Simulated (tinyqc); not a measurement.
Hydrogenic donor in a hard-walled well (variational): sweeps and comparisons. A value that a table varies takes the place of the one given here.

Trial function cos(pi z/L) exp(-r/lam), r measured from the donor at zi, walls at +/- L/2, one eps everywhere. Counted from the lowest subband, E(lam) = c/(m lam^2) - (q/eps) I0/I1, with I0 the integral of cos^2(pi z/L) exp(-2|z - zi|/lam) over the well and I1 the same with the factor (|z - zi| + lam/2); c = hbar^2/2m0, q = e^2/(4 pi eps0). The binding energy is -E at the minimum.

Constants: hbar^2/2m0 = 3.80998211 eV angstrom^2; e^2/(4 pi eps0) = 14.39964547 eV angstrom; Ry = 13.60569312 eV.

Values chosen for the exercise (near those of Si, with one mean mass; shifted at random, so the results belong to these values and not to a real crystal): m = 0.289 m0 (mass); eps = 11.6 (dielectric constant); Ls = (4, 9, 17, 39, 73, 146, 262) angstrom (widths); L = 48 angstrom (well width); zi = 14 angstrom (position of the donor from the centre).

## Width of the well

Ry* = 29.2215 meV
a* = 21.240 angstrom

Donor at the centre and at the wall (zi = L/2).

Binding:
```
L (angstrom)   L/a*  centre (meV)  in Ry*  wall (meV)  in Ry*  centre/wall
4              0.19         97.69   3.343       73.46   2.514         1.33
9              0.42         83.78   2.867       54.29   1.858         1.54
17             0.80         70.58   2.415       40.24   1.377         1.75
39             1.84         53.29   1.824       25.53   0.874         2.09
73             3.44         42.41   1.451       17.61   0.602         2.41
146            6.87         34.30   1.174       11.79   0.404         2.91
262           12.34         31.02   1.062        9.05   0.310         3.43
```

What can be read from the table?

At the centre the binding falls from 3.34 to 1.06 Ry*, between the limits 4 and 1. At the wall it falls from 2.51 to 0.31 Ry*, towards 1/4: the wall forces a node through the donor, as in a 2p state. With this trial function, which underbinds wall donors by about a tenth, the wall donor drops below the bulk value between 17 and 39 angstrom. The ratio grows from 1.33 to 3.43. Widths under about 15 angstrom lie outside envelope theory and serve only to show the limit.

## Position of the donor

Fixed width; zi from the centre to the wall.

Binding:
```
2 zi/L  zi (angstrom)  lam (angstrom)  binding (meV)  in Ry*
0.0               0.0            20.5          49.39   1.690
0.2               4.8            20.8          47.54   1.627
0.4               9.6            22.1          42.23   1.445
0.6              14.4            25.3          34.68   1.187
0.8              19.2            31.2          27.56   0.943
0.9              21.6            34.6          24.80   0.849
1.0              24.0            37.8          22.61   0.774
```

What can be read from the table?

Uniform doping spreads the level over 26.78 meV, from 49.39 at the centre to 22.61 at the wall, while lam grows by 84 %. The slope is flat at the centre, which gives a peak in the density of donor states there, and steepest between 2 zi/L = 0.4 and 0.6.

## What each parameter does

The minimum over lam; Ry* = Ry m/eps^2. Each row changes one parameter from the base and keeps the others.

Results:
```
case             binding (meV)  lam (angstrom)  binding/Ry*
base                     35.33            24.9        1.209
m = 0.246 m0             32.11            28.7        1.291
eps = 10.4               42.12            22.5        1.159
L = 62 angstrom          36.97            23.0        1.265
zi = 7 angstrom          45.50            21.2        1.557
```

How do the results move?

The largest shifts from the base row, up to three for each result and ties (the steps differ in size, so this ranks the rows, not the parameters). binding (meV): zi +10.16, eps +6.78, m -3.22. lam (angstrom): m +3.7, zi -3.7, eps -2.4. binding/Ry*: zi +0.348, m +0.082, L +0.056.

(tinyqc, `OMP_NUM_THREADS=1 python tinyqc.py 1250606 1250607 out.jsonl`, Intel(R) Xeon(R) Processor @ 2.30GHz, 1 thread, shared host, about 0.02 s.)
